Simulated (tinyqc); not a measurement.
Length of a molecular wire: coherent transport through a tight-binding bridge. Computed by the program tinyqc. T = Gamma_L Gamma_R |G_1n|^2 with the self-energies of semi-infinite chains.

A uniform bridge between two chains:
```
parameter                        value
site energy (eV)              0.080000
hopping in the bridge (eV)    0.840000
lead hopping (eV)             1.880000
couplings (eV)              0.94, 0.68
E (eV)                       -0.260000
```

Transmission against length:
```
sites           T     ln T
2      5.6788e-01  -0.5658
3      5.9529e-01  -0.5187
4      7.3544e-01  -0.3073
5      4.9294e-01  -0.7074
6      8.9243e-01  -0.1138
7      4.7191e-01  -0.7510
8      8.3772e-01  -0.1771
9      5.2791e-01  -0.6388
10     6.5220e-01  -0.4274
```

What does the comparison show, and why?

E lies inside the band of the bridge (|E - e|/2h = 0.202 < 1): T does not decay but oscillates with length, between 0.472 and 0.892 here, as levels of the bridge pass E.
